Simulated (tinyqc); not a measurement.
# Ellipsometry and reflectance of a transparent film on an absorbing substrate: what changes with what

Air (index 1), film, substrate with N2 = n2 - i k2; time factor exp(+i w t). q_j = sqrt(N_j^2 - sin^2 th), root with positive real part. Fresnel coefficients r_s = (q_a - q_b)/(q_a + q_b), r_p = (N_b^2 q_a - N_a^2 q_b)/(N_b^2 q_a + N_a^2 q_b). tan(Psi) exp(i Delta) = R_p/R_s, Delta taken from 0 to 360 degrees.

Inputs (values chosen for the exercise); indices close to those of silicon nitride on silicon: wavelength lam = 405 nm; angle of incidence th = 70 degrees; index of the transparent film n1 = 2.039; film thickness d = 95 nm; index of the substrate n2 = 5.42; extinction coefficient of the substrate k2 = 0.329.

Each table varies one quantity; the others keep the values above.

## Psi and Delta against the film thickness

beta = 2 pi d q1/lam, X = exp(-2 i beta), R = (r01 + r12 X)/(1 + r01 r12 X) for p and s. The last column is the derivative of Delta.

Psi and Delta against the film thickness:
```
d (nm)	Psi (degrees)	Delta (degrees)	|R_p|^2	|R_s|^2	dDelta/dd (degrees/nm)
0	19.30	175.5	0.09501	0.7744	-4.155
2	19.44	167.2	0.09629	0.7734	-4.108
4	19.69	159.1	0.09879	0.7714	-4.018
6	20.06	151.2	0.1025	0.7681	-3.893
8	20.54	143.5	0.1072	0.7637	-3.742
10	21.11	136.2	0.1130	0.7581	-3.574
12	21.75	129.3	0.1196	0.7511	-3.396
14	22.47	122.6	0.1270	0.7427	-3.215
16	23.24	116.4	0.1351	0.7326	-3.037
```

Read the table: what changes, and by how much?

Delta falls from 175.51 to 116.39 degrees while Psi moves from 19.30 to 23.24: Delta changes 15.0 times as much as Psi. With the slope of the first row an error of 0.01 degree in Delta means 0.0024 nm.

## Effect of the index of the transparent film

Same model as above.

dDelta/dd is the derivative of Delta; period lam/(2 q1).

Effect of the index of the transparent film:
```
n1	Psi (degrees)	Delta (degrees)	|R_p|^2	|R_s|^2	dDelta/dd (degrees/nm)	period (nm)
1.25	44.81	117.1	0.3820	0.3870	1.243	245.7
1.45	69.56	215.1	0.4000	0.05556	7.149	183.4
1.65	42.33	281.2	0.3228	0.3889	-0.1429	149.3
1.85	29.94	270.8	0.2121	0.6396	-1.702	127.1
2.05	22.49	237.4	0.1269	0.7401	-3.221	111.1
2.25	19.41	192.6	0.09599	0.7729	-4.199	99.05
2.45	19.70	152.5	0.09824	0.7663	-4.117	89.50
2.65	20.39	121.1	0.09999	0.7236	-3.981	81.73
```

Psi moves up and down between 19.4 and 69.6 degrees and |R_p|^2 moves up and down between 0.0960 and 0.400. The slope of Delta is largest in size, 7.15 degrees/nm, at n1 = 1.45 among the rows.

Computed by the program tinyqc: `OMP_NUM_THREADS=1 python tinyqc.py 2870158 2870159 out.jsonl`, one thread of a shared Intel Xeon 2.30GHz, about 0.01 s for the whole run.
